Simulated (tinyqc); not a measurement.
Current crowding under a contact, resistor ladder against the transmission-line model: one step of the calculation.

A metal contact of length d and width W on a thin layer of the same width. The metal has no resistance, the sheet resistance under it equals Rsh, and current enters the layer at the front edge x = 0.

Question. The transmission-line result. Transfer length Lt = sqrt(rc/Rsh); front resistance Rc = (Rsh Lt/W) coth(d/Lt); end resistance Re = (Rsh Lt/W)/sinh(d/Lt). v(x) = I (Rsh Lt/W) cosh((d - x)/Lt)/sinh(d/Lt) at the cell centres x = (i - 1/2) d/n.

Values chosen for this exercise: sheet resistance of the semiconductor layer Rsh = 110 ohm/sq; specific contact resistivity rc = 1.4e-5 ohm cm^2; contact length d = 1.6 um; contact width W = 390 um; cells n = 6; current I = 0.5 mA.

Give: Lt; Rc; Re; v(x).

Answer.

Lt = 3.568 um
Rc = 2.392 ohm
Re = 2.170 ohm
v(x), cell 1 to 6 (mV): [1.178, 1.147, 1.122, 1.104, 1.092, 1.086]

The ladder's Rc is 0.090 % above this value, with cells 0.075 Lt long.

Numbers from tinyqc (`OMP_NUM_THREADS=1 python tinyqc.py 2760070 2760071 out.jsonl`; about 0.01 s on one thread of a shared Intel Xeon 2.30GHz).
